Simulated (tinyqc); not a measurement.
Worked calculation: Weaire-Thorpe hybrids on a Bethe lattice: gap and dangling bond of an amorphous tetrahedral solid. Values are carried at full precision from step to step, so a last printed digit may differ when a step is redone from the rounded ones.

Four sp3 hybrids an atom at energy 0, coupled by -V1 on the atom and by -V2 along a bond; the bonds form a tree (no rings). For any network the gap runs at least from -V2 + V1 to V2 - 3 V1, and p-like states pile up at -V2 + V1 and V2 + V1. On the tree the gap is wider: it ends at Ec = -V1 + sqrt(V2^2 + 4 V1^2 - 2 sqrt3 V1 V2), which makes it well wider than the gaps of the real glasses. A branch seen from a hybrid has the self-energy S = V2^2 g, where g is the Green function of the hybrid across the bond, whose three partners carry S themselves. With a = z - V1, b = a - S: g = 1/(a + V1 b/(b + 3 V1)), z = E + i eta. A full atom has G = (1/b)(b + 3 V1)/(b + 4 V1) per hybrid; a dangling hybrid with shift dh has G = 1/(1/g - dh).

Values chosen for the exercise (of the size of tabulated hybrid energies for amorphous silicon; the results hold for these values, not for the real material):
```
symbol  value  unit  meaning
V1      1.72   eV    coupling of two hybrids on one atom
V2      4.48   eV    coupling of the two hybrids of a bond
E       0.72   eV    energy
eta     0.03   eV    broadening
dh      -0.74  eV    shift of the dangling hybrid (rehybridisation)
```

## Edges

Bounds -V2 + V1 and V2 - 3 V1. On the tree the s-like bands are narrower: E = -V1 -/+ sqrt(V2^2 + 4 V1^2 + V1 V2 e) with e from -2 sqrt3 to 2 sqrt3 (for a crystal, -4 to 4), so the conduction edge is -V1 + sqrt(V2^2 + 4 V1^2 - 2 sqrt3 V1 V2).

edges (eV): Ev -2.7600, Ec(bound) -0.6800, Ec(tree) 0.5628

gaps (eV): (bound, reached in the crystal) 2.0800, (tree) 3.3228

The gap needs no periodicity, only V2 > 2 V1 (here V2/V1 = 2.605); leaving out rings widens it by 1.243 eV. Two parameters give the trend, not the value.

## The self-energy at one energy

S = V2^2 g is a quadratic A S^2 + B S + C = 0 with A = a + V1, B = -(a (a + 4 V1) + V2^2), C = V2^2 (a + 3 V1), a = z - V1. Of the two roots take the one with Im S < 0 (if both qualify, the decaying one, with the smaller |V1 V2 g/(b + 3 V1)|).

A, B, C: 0.7200+0.0300i  -14.1895-0.1464i  83.4929+0.6021i

roots (eV): 9.6029+4.0623i  10.0790-4.6791i

S = 10.0790-4.6791i eV

## Densities at that energy

With z = E + i eta, b = z - V1 - S: full atom G = (b + 3 V1)/(b (b + 4 V1)); g = S/V2^2; dangling hybrid 1/(1/g - dh); densities -Im G/pi.

G (1/eV): (bulk) -0.0837-0.0539i, (dangling with dh = 0) 0.5022-0.2331i, (dangling with dh) 0.3815-0.1220i
densities (1/eV): (bulk) 0.0172, (dangling with dh = 0) 0.0742, (dangling with dh) 0.0388

## The dangling-bond level

For eta = 0 the level solves 1/g(E) = dh inside the gap (bisection); its weight on the dangling hybrid is 1/(d(1/g)/dE), by central differences with step 1e-5 eV.

level = -0.4453 eV
above Ev = 2.3147 eV
weight on the dangling hybrid = 0.635

The level lies at 70 % of the gap of the tree; 36 % of it spreads over the back bonds.

## Checks

- Conduction edge from the formula against the zero of the discriminant: both 0.562766.
- S from the quadratic against damped iteration of S = V2^2 g: both 10.07901.

Run: tinyqc, `OMP_NUM_THREADS=1 python tinyqc.py 1450689 1450690 out.jsonl`; Intel(R) Xeon(R) Processor @ 2.30GHz, one thread, shared host; about 0.02 s of CPU time with all checks.
